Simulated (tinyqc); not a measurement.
Charge neutrality of a doped semiconductor with incomplete ionisation: one step, computed by the program tinyqc.

Energies are counted from the top of the valence band; E_D is measured down from the conduction band and E_A up from the valence band.

Problem. Gap and effective densities of states. E_g = E_g0 - alpha T^2/(T + beta). N_c = 2 M_c (2 pi m_e k_B T/h^2)^(3/2) and N_v = 2 (2 pi m_h k_B T/h^2)^(3/2), masses in units of m_0. n_i = sqrt(N_c N_v) exp(-E_g/(2 k_B T)); E_i = E_g/2 + (k_B T/2) ln(N_v/N_c).

Inputs (values chosen for the exercise, modelled on CdTe):
```
quantity              value  unit
gap at 0 K E_g0        1.64    eV
Varshni alpha      0.000302  eV/K
Varshni beta            110     K
electron mass m_e    0.0981   m_0
valleys M_c               1     -
hole mass m_h         0.632   m_0
temperature T           450     K
```

Doping: p-type, compensated. Statistics of the bands: Boltzmann.

Constants: m_0 = 9.1093837015e-31 kg; k_B = 1.380649e-23 J/K; h = 6.62607015e-34 J s; k_B = 8.617333262e-05 eV/K.

Give: gap E_g; N_c; N_v; k_B T; intrinsic density n_i; intrinsic level E_i.

Solution.

gap E_g = 1.531 eV

N_c = 1.416e+18 cm^-3

N_v = 2.316e+19 cm^-3

k_B T = 0.03878 eV

intrinsic density n_i = 1.534e+10 cm^-3

intrinsic level E_i = 0.8196 eV
